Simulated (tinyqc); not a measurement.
# Arrhenius plot from several rate windows

Emission rate en = sn vth(T) Nc(T) exp(-Et/kB T) = sn g T^2 exp(-Et/kB T), g = vth Nc/(300 K)^2, as vth goes as T^0.5 and Nc as T^1.5 (degeneracy factor 1). Here the cross-section is thermally activated, sn exp(-Eb/kB T) with Eb = 0.08 eV. Each window ew gives the temperature where en = ew.

Inputs (values chosen for the exercise); material values close to those of silicon:
- Nc = 2.8e19 cm^-3 (conduction-band density of states at 300 K)
- vth = 2.4e7 cm/s (thermal velocity at 300 K)
- Et = 0.39 eV (depth of the trap below the conduction edge)
- sn = 9.9e-17 cm^2 (capture cross-section)

Constants: q = 1.602176634e-19 C, kB = 1.380649e-23 J/K. Results are converted to the units shown.

Results:
```
ew (1/s)	T peak (K)	q/kB T (1/eV)	ln(ew/T^2)	ln ew
1.7	228.7	50.74	-10.33	0.5306
5.1	238.8	48.59	-9.322	1.629
15	249.7	46.48	-8.332	2.708
47	262.2	44.26	-7.288	3.850
140	275.4	42.14	-6.294	4.942
430	290.3	39.98	-5.278	6.064
3900	324.5	35.76	-3.296	8.269
```

Estimate the missing row, ew = 1300 1/s.

Computed row:
```
ew (1/s)	T peak (K)	q/kB T (1/eV)	ln(ew/T^2)	ln ew
1300	306.5	37.86	-4.280	7.170
```

With this row back in the table: The peak rises from 229 to 324 K. ln(ew/T^2) against q/kB T is a straight line of slope -0.4700 eV, which is Et + Eb and not Et = 0.39 eV: a capture barrier adds to the activation energy. Its intercept gives sn = 9.90e-17 cm^2. Leaving out the T^2 gives 0.5167 eV, too high by about 2 kB T.

Program tinyqc, `OMP_NUM_THREADS=1 python tinyqc.py 2050140 2050141 out.jsonl`; Intel Xeon 2.30GHz, shared host, one thread, about 0.01 s.
